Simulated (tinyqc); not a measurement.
# Changing the temperature T

Model: electron mobility of a polar semiconductor by Rode's iterative solution of the Boltzmann equation. Computed by tinyqc, a small Python program. Command: `OMP_NUM_THREADS=1 python tinyqc.py 3006946 3006947 out.jsonl rode sweep`. One thread of a shared host (Intel(R) Xeon(R) Processor @ 2.30GHz), about 0.03 s of CPU time with the checks.

The distribution is f(E) + e F l(E) (-df/dE) cos(theta) for a weak field F, theta counted from the force; l(E) is a mean free path. Elastic processes enter by their momentum rate, polar optical phonons by out- and in-scattering terms. One valley only: where upper valleys lie close, measured mobilities are lower. The density n is prescribed, even where a narrow-gap material would have more intrinsic carriers.

Inputs (values chosen for the exercise, modelled on CdS):
```
quantity,value,unit
effective mass m,0.194,m_0
non-parabolicity alpha,0.28,1/eV
static permittivity eps_s,8.7,-
high-frequency permittivity eps_inf,5.3,-
density rho,4820,kg/m^3
sound velocity v_l,4380,m/s
acoustic deformation potential D_A,7.8,eV
optical phonon energy hbar w,37.2,meV
piezoelectric coupling K,0.17,-
electron density n,1.8e+18,1/cm^3
compensation ratio C,0,-
grid points per phonon energy s,8,-
iteration cap,200,-
```

Band: Kane. Elastic processes: acoustic, piezoelectric, impurity.

Constants: k_B = 8.617333262e-05 eV/K; m_0 = 9.1093837015e-31 kg; e = 1.602176634e-19 C; hbar = 1.054571817e-34 J s; eps_0 = 8.8541878128e-12 F/m; k_B = 1.380649e-23 J/K; hbar = 6.582119569e-16 eV s.

Method:
- Kane band: hbar^2 k^2/(2 m) = E (1 + alpha E), speed v = hbar k/(m (1 + 2 alpha E)), states per spin, volume and energy g(E) = m k (1 + 2 alpha E)/(2 pi^2 hbar^2); overlap factors are set to 1. Masses are multiplied by m_0 and all formulas are in SI units.
- The reduced Fermi level eta = E_F/(k_B T) solves n = 2 Z int g f dE with f = 1/(1 + exp(x - eta)) (Z = 1 unless valleys are given); screening length L_s = sqrt(eps_s eps_0 k_B T/(e^2 dn/deta)), dn/deta = 2 Z int g f (1 - f) dE.
- Integrals over x = E/(k_B T) use 160 Gauss-Legendre points in u = sqrt(x) from 0 to sqrt(max(eta, 0) + 32).
- N_I = n (1 + C)/(1 - C).
- Phonon occupation N_q = 1/(exp(hbar w/(k_B T)) - 1).
- Acoustic deformation potential (elastic, equipartition, absorption and emission together): 1/tau = 2 pi k_B T D_A^2 g(E)/(hbar rho v_l^2).
- Piezoelectric (elastic, unscreened, momentum relaxation): 1/tau = e^2 K^2 k_B T m (1 + 2 alpha E)/(2 pi eps_s eps_0 hbar^3 k), with alpha = 0 for a parabolic band.
- Singly charged impurities, momentum relaxation: 1/tau = N_I e^4 m (1 + 2 alpha E) Phi/(8 pi (eps_s eps_0)^2 hbar^3 k^3), with alpha = 0 for a parabolic band.
- Brooks-Herring: Phi = ln(1 + b) - b/(1 + b), b = 4 k^2 L_s^2.
- Polar optical, unscreened: W = e^2 w (1/eps_inf - 1/eps_s) m (1 + 2 alpha E') ln|(k + k')/(k - k')| / (4 pi eps_0 hbar^2 k), times N_q for absorption (E' = E + hbar w) and N_q + 1 for emission (E' = E - hbar w > 0), with alpha = 0 for a parabolic band; mean cosine of the angle <cos> = (k^2 + k'^2)/(2 k k') - 1/ln|(k + k')/(k - k')|.
- Energy grid E_j = (j + 1/2) hbar w/s, j = 0, 1, ..., up to (max(eta, 0) + 18) k_B T, so that E_j +/- hbar w are grid points; l = 0 beyond the grid; integrals are sums times the spacing.
- With f' = f(E'): out-scattering S_o = sum over absorption and emission of W (1 - f')/(1 - f); nu = sum of elastic rates; the in-scattering weights are c+ = W_abs <cos> (1 - f')/(1 - f) for E' = E + hbar w and c- likewise for emission.
- Iteration: l_new(E) = [v(E) + c+ l(E + hbar w) + c- l(E - hbar w)]/(nu + S_o), from l = 0.
- mu = e sum g v l f (1 - f) / (3 k_B T sum g f) over the grid; stop when mu changes by less than 1e-8 of itself.
- Self-energy RTA: l = v/(nu + S_o), the first iteration. Momentum RTA: l = v/(nu + S_o - c+ v(E + hbar w)/v - c- v(E - hbar w)/v), listed only where the denominator is positive on the whole grid. The polar-only value solves the same system with nu = 0; the elastic value takes l = v/nu.

One run for each value:
```
temperature T (K),mobility mu (cm^2/(V s)),polar-phonon mobility (cm^2/(V s)),elastic mobility (cm^2/(V s)),error of the self-energy RTA (%),iterations
90,550.4,8730,652.5,-4.78,10
150,366.5,1308,652.3,-17.87,15
190,292.3,737,649.1,-25.07,17
250,227.2,440,639.7,-32.83,21
320,184.9,305,621.6,-39.08,25
420,150.5,221,585.2,-45.21,29
540,125.7,173,532.8,-50.11,32
700,104.3,139,461.3,-54.33,35
```

Give the missing row, temperature T (K) = 120.

Computed row; columns: (1) temperature T (K); (2) mobility mu (cm^2/(V s)); (3) polar-phonon mobility (cm^2/(V s)); (4) elastic mobility (cm^2/(V s)); (5) error of the self-energy RTA (%); (6) iterations:
```
(1)    (2)   (3)    (4)     (5)  (6)
120  448.5  2621  653.2  -11.30   12
```

Interpolating between the two neighbouring rows (the first column on a logarithmic scale, the others too where they are positive) misses most in polar-phonon mobility (cm^2/(V s)), by 14 %. Over the rows, mobility mu (cm^2/(V s)) falls from 550 to 104 (exponent d ln y / d ln x between -0.96 and -0.71); polar-phonon mobility (cm^2/(V s)) falls from 8730 to 139 (exponent d ln y / d ln x -4.2 between the first rows and -0.85 between the last); elastic mobility (cm^2/(V s)) goes from 653 through a maximum among these rows, 653 at 120, to 461. Polar scattering takes over from elastic scattering between 190 and 250 K. Between the first two rows ln(mu_polar) against 1/T has the slope 37.3 meV/k_B, to be set beside hbar w = 37.2 meV, since 1/N_q rules at low T. The self-energy RTA errs most, by 54 %, at 700 K.

Caution (rows 90.0, 120, 150, 190, 250): the gas is degenerate, and screening of the polar coupling, left out here, would raise the mobility.

Extremes, crossings and ranges named in words are read from the listed rows.
